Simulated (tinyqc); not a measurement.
Worked calculation: heat flow across a film from the phonon Boltzmann equation in the relaxation-time approximation. Computed by tinyqc, a small Python program that keeps every step. Command: `OMP_NUM_THREADS=1 python tinyqc.py 3007893 3007894 out.jsonl slabbte walk`. One thread of a shared host (Intel(R) Xeon(R) Processor @ 2.30GHz), about 0.01 s of CPU time with the checks. Intermediate numbers are printed to about 7 digits and carried at full precision; extremes and crossings named in words are read from the listed rows.

Two black walls, hot at x = 0 and cold at x = L, emit phonons isotropically. For one free path Lambda, with tau = x/Lambda, tau_L = L/Lambda and phi = (T - T_cold)/Delta T, energy balance gives phi(tau) = (1/2) [E2(tau) + int_0^tau_L phi(s) E1(|tau - s|) ds]; E_n are the exponential integrals. The flux over the ballistic flux C v Delta T/4 is psi = 1 - 2 int_0^tau_L phi(s) E2(s) ds, and kappa_eff/kappa = (3/4) tau_L psi. kappa = C v Lambda/3 is an input, so at fixed kappa a longer free path means a smaller C v.

Inputs (values chosen for the exercise, modelled on silicon carbide):
```
quantity                             value     unit
bulk conductivity kappa                380  W/(m K)
film thickness L                        74       nm
wall temperature difference Delta T     13        K
free path Lambda_1                     130       nm
free path Lambda_2                     930       nm
share f_2 of kappa                    0.34        -
cells n in the small system              4        -
```

Free-path groups: two.

## The small linear system for Lambda_1

Cut the film into n equal cells with constant phi, collocated at the centres c_i: the kernel integrates to A_ij = |E2(|c_i - e_j|) - E2(|c_i - e_(j+1)|)|/2 for cell edges e_j, and A_ii = 1 - E2(half a cell); solve (1 - A) phi = E2(c)/2; psi = 1 - 2 sum_j phi_j [E3(e_j) - E3(e_(j+1))].

optical thickness tau_L = 0.5692308

1 - A, lower triangle (symmetric):
```
            1           2           3          4
1   0.7793622
2  -0.1106295   0.7793622
3  -0.0679696  -0.1106295   0.7793622
4  -0.0472207  -0.0679696  -0.1106295  0.7793622
```

right-hand side E2(c)/2: 0.3896811  0.2790516  0.2110820  0.1638613

flux weights E3(e_j) - E3(e_(j+1)): 0.1127491  0.07988323  0.06031501  0.04678444

## Temperature profile and flux in the small system

In short, (1 - A) phi = b and psi = 1 - 2 sum_j w_j phi_j, with b the right-hand side and w_j the flux weights; the cells divide 0 to tau_L.

phi at the cell centres: 0.6389128  0.5448440  0.4551560  0.3610872

psi, small system = 0.6801865

## Fine solution for Lambda_1

Use 150 and 300 cells and extrapolate psi = (4 psi(300) - psi(150))/3. The jump at the hot wall is 1 - phi there (linear extrapolation from the first two of 300 cells). Two-flux (diffusion with slip) formula: psi = 1/(1 + 3 tau_L/4).

psi for Lambda_1 = 0.6781917

kappa_eff/kappa for Lambda_1 = 0.2895357

jump at the wall / Delta T for Lambda_1 = 0.3002890

psi, two-flux formula = 0.7008086

The small system misses psi by +0.29 % and the two-flux formula by +3.3 %. For Lambda_1 alone: Jumps at the walls and the gradient inside share Delta T.

## Conductivity, flux and boundary resistance of the film

Each group is solved on its own with 150 and 300 cells, psi = (4 psi(300) - psi(150))/3, and weighted by its share of kappa (f_1 is what the others leave); exchange of energy between groups inside the film is left out. Flux J = kappa_eff Delta T/L; apparent boundary resistance per wall (L/kappa_eff - L/kappa)/2.

kappa_eff = 79.79465 W/(m K)

kappa_eff/kappa = 0.2099859

flux J = 14.01798 GW/m^2

apparent resistance per wall = 0.3663218 m^2 K/GW

## Exact and approximate size effects

Two-flux: kappa_eff/kappa = sum f_i/(1 + 4 Lambda_i/(3 L)). Matthiessen with the thickness: sum f_i/(1 + Lambda_i/L). Ballistic limit: sum f_i 3 L/(4 Lambda_i).

Kappa_eff/kappa:
```
L (nm)   Boltzmann    two-flux  Matthiessen  ballistic limit
3.9     0.01549861  0.01558923   0.02064315       0.01591935
13      0.04884378  0.04957405   0.06468717       0.05306452
32       0.1086987   0.1114106    0.1416801        0.1306203
78       0.2180321   0.2249490    0.2738095        0.3183871
200      0.3897746   0.4007937    0.4601770        0.8163772
520      0.5842425   0.5954545    0.6499310         2.122581
1300     0.7468937   0.7563687    0.7982063         5.306452
3200     0.8647897   0.8711320    0.8976725         13.06203
```

The two-flux formula lies above the Boltzmann result by at most about 3.2 % (at L = 78 nm); the Matthiessen form is high by up to 33 %, since it misses the factor 3/4 of the ballistic limit. The thinnest film reaches 97 % of that limit, and the thickest, 25 Lambda_1, only 86 % of the bulk value: the long free paths keep the size effect alive far beyond Lambda_1. Rows below about 10 nm are near the phonon wavelength, where a particle picture fails.

Checks made by the program: symmetry phi(tau) + phi(tau_L - tau) = 1 (relative difference below 1e-10); thick-film limit psi = 1/(3 tau_L/4 + 1.0657) at tau_L = 20 (relative difference 2e-04).
